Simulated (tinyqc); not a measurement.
Debye-Callaway model of lattice thermal conductivity: one step, computed by the program tinyqc.

Three acoustic branches with one velocity v, cut at omega_D = k_B Theta/hbar; x = hbar omega/(k_B T). v and Theta are separate inputs: Theta cuts off the heat-carrying modes, so C need not reach 3 k_B/V. gamma is an effective value that sets the umklapp rate.

Task: The integrand on a coarse grid. Rates: point defects A omega^4; umklapp B omega^2 T exp(-Theta/(b T)) with B = hbar gamma^2/(M v^2 Theta). Boundaries: v/L. x runs in ten equal steps to min(Theta/T, 12); g = x^4 e^x/(e^x - 1)^2; tau_C is the inverse of all rates summed; the last column is c tau_C g with c = (k_B/(2 pi^2 v)) (k_B T/hbar)^3.

Inputs (values chosen for the exercise, for a model crystal):
```
quantity                              value        unit
sound velocity v                       3890         m/s
Debye temperature Theta                 353           K
mean atomic mass M                     21.2           u
effective Grueneisen parameter gamma   1.83           -
umklapp exponent divisor b                2           -
Casimir length L                        550  micrometre
temperature T                            20           K
```

Sample: crystal. Point defects: vacancies. Normal processes: left out.

Rayleigh coefficient A = 1.316957e-43 s^3

Constants: k_B = 1.380649e-23 J/K; hbar = 1.054571817e-34 J s; u = 1.6605390666e-27 kg.

Give: Integrand.

Result:

Integrand:
```
x         g  tau_C (s)  c tau_C g (W/(m K))
1.2   1.279  5.009e-08            2.068e+02
2.4   3.640  4.702e-09            5.525e+01
3.6   4.851  9.548e-10            1.495e+01
4.8   4.441  3.036e-10            4.352e+00
6.0   3.228  1.245e-10            1.298e+00
7.2   2.009  6.008e-11            3.897e-01
8.4   1.120  3.244e-11            1.173e-01
9.6   0.575  1.902e-11            3.531e-02
10.8  0.278  1.187e-11            1.064e-02
12.0  0.127  7.790e-12            3.203e-03
```

The integrand is largest at the lowest frequency shown, whose long lifetime outweighs its small heat capacity.
